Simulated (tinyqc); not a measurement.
Inside a calculation. Method: plane-wave Kohn-Sham cycle with exchange-only LDA in a layered model solid. One step of it, computed by the program tinyqc.

Task: Iteration 2: levels at that k. Diagonalise the Hermitian matrix.

H (hartree), order -2, -1, +0, +1, +2:
```
[[-0.024030, -0.192174, 0.094265, -0.007735, -0.001150],
 [-0.192174, -0.224197, -0.192174, 0.094265, -0.007735],
 [0.094265, -0.192174, -0.290920, -0.192174, 0.094265],
 [-0.007735, 0.094265, -0.192174, -0.224197, -0.192174],
 [-0.001150, -0.007735, 0.094265, -0.192174, -0.024030]]
```

Give: eigenvalues.

Result:

eigenvalues (hartree): [-0.4943, -0.4070, -0.2206, 0.0657, 0.2689]
